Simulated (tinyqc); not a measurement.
Long-channel MOSFET, surface-potential model: two steps of the calculation.

n-channel transistor on a uniformly doped p-type body, gradual-channel approximation, constant mobility, Boltzmann statistics, full ionisation. Potentials are counted from the neutral body; V is the electron quasi-Fermi potential, Vsb at the source and Vsb + Vds at the drain. Charges are magnitudes per area.

Parameters, values chosen for the exercise; material values close to those of 4H silicon carbide: temperature T = 400 K; flat-band voltage Vfb = -2.09 V; source-body reverse bias Vsb = 0 V; gate-source voltage Vgs = 1.05 V.

Constants: q = 1.602176634e-19 C, kB = 1.380649e-23 J/K, Vt = kB T/q. Results are converted to the units shown.

Problem 1. Surface potential at the source by Newton steps. With V = Vsb: G = psi - Vt + Vt e, e = exp((psi - 2 phiF - Vsb)/Vt); f = Vgs + Vsb - Vfb - psi - gamma sqrt(G); f' = -1 - gamma (1 + e)/(2 sqrt(G)); psi(new) = psi - f/f'.

psi at the start (the smaller of 2 phiF + Vsb + 4 Vt and the root without inversion charge) = 2.8047100 V
phiF = 1.3334177 V
gamma = 0.10748834 V^0.5

Wanted: G; f; f'; psi after iteration 1.

Solution 1.

G = 4.652 V
f = 0.1035 V
f' = -2.385
psi after iteration 1 = 2.848 V

Problem 2. Inversion charge along the channel. The surface potential psi at channel potential V solves Vgs + Vsb - Vfb - psi = gamma sqrt(G), G = psi - Vt + Vt exp((psi - 2 phiF - V)/Vt). Charge sheet: Qi = Cox gamma [sqrt(G) - sqrt(psi - Vt)]. Pao-Sah: Qi = (Cox gamma/2) integral from 3 Vt to psi of exp((u - 2 phiF - V)/Vt)/sqrt(G(u, V)) du.

V, point 0 to 8 (V): [0, 0.0625, 0.125, 0.1875, 0.25, 0.3125, 0.375, 0.4375, 0.5]
phiF = 1.3334177 V
Cox = 0.57299244 uF/cm^2
gamma = 0.10748834 V^0.5

Give: psi; Qi, charge sheet; Qi, Pao-Sah.

Solution 2.

```
point  psi (V)  Qi, charge sheet (nC/cm^2)  Qi, Pao-Sah (nC/cm^2)
0        2.839                       69.48                  69.86
1        2.882                       43.79                  44.04
2        2.919                       22.30                  22.43
3        2.943                       7.853                  7.899
4        2.953                       1.773                  1.784
5        2.956                      0.3127                 0.3146
6        2.956                     0.05173                0.05204
7        2.956                    0.008459               0.008510
8        2.956                    0.001380               0.001389
```

At the source the charge-sheet charge is 0.54 % below the Pao-Sah one.

Program tinyqc, `OMP_NUM_THREADS=1 python tinyqc.py 2360109 2360110 out.jsonl`; Intel Xeon 2.30GHz, shared host, one thread, about 0.07 s.
